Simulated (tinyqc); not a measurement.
Size effects in the resistivity of thin metal films and interconnect lines: one step, computed by the program tinyqc.

Electrons lose their drift at surfaces (a share 1 - p of the hits) and at grain boundaries (reflection R), besides bulk scattering.

Task: Grain boundaries. Mayadas-Shatzkes: alpha = (lambda/D) R/(1 - R); rho_b/rho = 1 - 3 alpha/2 + 3 alpha^2 - 3 alpha^3 ln(1 + 1/alpha).

Inputs (values chosen for the exercise, modelled on aluminium): bulk mean free path lambda = 19 nm; grain-boundary reflection R = 0.56.

Geometry: film.

grain size D = 15.33 nm

Give: alpha; rho/rho_b from grains.

Result:

alpha = 1.577

rho/rho_b from grains = 3.154

The linear estimate 1 + 3 alpha/2 gives 3.366, 7 % high; at large alpha the slope is 4/3.
